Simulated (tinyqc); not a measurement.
## Input admittance of a MOSFET at zero drain bias: distributed channel and distributed gate: effect of the gate overdrive

Source and drain grounded, strong inversion, w = 2 pi f, Cox = eps0 eox/tox. The channel is an RC line of resistance 1/(mu Cox Vo) per square fed from both ends, so one finger has the intrinsic admittance y = i w Cox L tanh(g)/g per width, g = (1/2) sqrt(i w tau), tau = L^2/(mu Vo). The vertical resistance rv/L is in series with y, the overlaps 2 i w Cov in parallel: y_t = 1/(1/y + rv/L) + 2 i w Cov. The gate strip is a line of Rsh/L per length loaded by y_t, so a finger has Y = y_t Wf tanh(k)/k, k = (Wf/sd) sqrt(y_t Rsh/L); the device has Nf Y.

Low-frequency limits, with c = Cox L and ct = c + 2 Cov: R_strip = Rsh Wf/(3 sd^2 L Nf), R_ch = (c/ct)^2 L/(12 mu Cox Vo Wf Nf), R_vert = (c/ct)^2 rv/(L Wf Nf), C = ct Wf Nf. Z = 1/(Nf Y) = R + 1/(i w C), Q = |Im Z|/R, far-point signal |1/cosh k|.

Values chosen for this exercise; values of the order met in silicon radio-frequency transistors:
- eox = 3.9 (relative permittivity of the gate insulator (close to silicon dioxide))
- tox = 2.4 nm (insulator thickness)
- L = 0.21 um (channel length)
- Wf = 2.5 um (finger width)
- Nf = 32 (number of fingers)
- mu = 140 cm^2/(V s) (channel mobility)
- Rsh = 4.8 ohm/square (sheet resistance of the gate)
- rv = 11 ohm um^2 (vertical resistivity of the gate stack)
- sd = 1 (number of ends at which a finger is contacted)
- Cov = 0.4 fF/um (overlap and fringe capacitance on each side)
- f = 15 GHz (frequency)

Constants: eps0 = 8.8541878128e-14 F/cm where lengths are in cm. Results are converted to the units shown.

Effect of the gate overdrive:

| Vo (V) | w tau | \|k\| | R (ohm) | low-frequency R (ohm) | C (fF) | Q | signal at the far point |
|---|---|---|---|---|---|---|---|
| 0.2 | 1.4844 | 0.22554 | 4.3877 | 4.3990 | 304.00 | 7.9544 | 0.99705 |
| 0.35 | 0.84823 | 0.22635 | 2.9418 | 2.9442 | 305.09 | 11.822 | 0.99806 |
| 0.5 | 0.59376 | 0.22656 | 2.3613 | 2.3623 | 305.37 | 14.714 | 0.99848 |
| 0.65 | 0.45674 | 0.22665 | 2.0485 | 2.0490 | 305.49 | 16.955 | 0.99871 |
| 0.8 | 0.37110 | 0.22670 | 1.8528 | 1.8532 | 305.55 | 18.742 | 0.99885 |
| 0.95 | 0.31251 | 0.22673 | 1.7189 | 1.7192 | 305.58 | 20.200 | 0.99895 |
| 1.1 | 0.26989 | 0.22675 | 1.6215 | 1.6217 | 305.61 | 21.411 | 0.99902 |
| 1.25 | 0.23750 | 0.22676 | 1.5475 | 1.5477 | 305.62 | 22.434 | 0.99908 |

What does the comparison show?

As Vo goes from 0.2 to 1.25, R falls from 4.39 to 1.55 ohm, C rises from 304 to 306 fF and Q rises from 7.95 to 22.4. Only the channel term depends on Vo.

tinyqc, about 0.01 s, one thread, Intel Xeon 2.30GHz (shared host): `OMP_NUM_THREADS=1 python tinyqc.py 2262010 2262011 out.jsonl`
